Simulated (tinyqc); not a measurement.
Tunnelling through a gate dielectric, WKB transmission and Tsu-Esaki current: one step of the calculation.

Electrons leave the emitter at x = 0. Energies E (motion across the layers) are in eV from the emitter Fermi level; the collector Fermi level lies at -V and offers states at every E. No charge in the dielectric and no image force: F1 = V/t1, U = phi1 - F1 x. With C = hbar^2/(2 m0), kappa = sqrt(m (U - E)/C) where U > E and 0 elsewhere; T(E) = exp(-S), S = 2 times the integral of kappa over x.

Question. WKB exponent by the midpoint rule. Cut each layer into nc equal cells, take U and kappa at the cell centres, and sum S = 2 sum kappa h.

Values chosen for this exercise; dielectric values close to those of zirconium oxide: barrier of layer 1 above the emitter Fermi level at zero bias phi1 = 1.35 eV; tunnelling mass of layer 1 m1 = 0.25 m0; thickness of layer 1 t1 = 1.2 nm; voltage across the dielectric V = 0.9 V; energy of the electron followed E = -0.22 eV; cells in each layer nc = 5.

Constants: q = 1.602176634e-19 C, hbar = 1.054571817e-34 J s, m0 = 9.1093837015e-31 kg, hbar^2/(2 m0) = 0.0380998212 eV nm^2. Results are converted to the units shown.

Find: x; U; kappa; S; T(E).

Answer.

```
cell,x (nm),U (eV),kappa (1/nm)
0,0.120,1.260,3.116
1,0.360,1.080,2.921
2,0.600,0.900,2.711
3,0.840,0.720,2.484
4,1.080,0.540,2.233
```

S = 6.463
T(E) = 0.001560

tinyqc, about 0.03 s, one thread, Intel Xeon 2.30GHz (shared host): `OMP_NUM_THREADS=1 python tinyqc.py 2540124 2540125 out.jsonl`
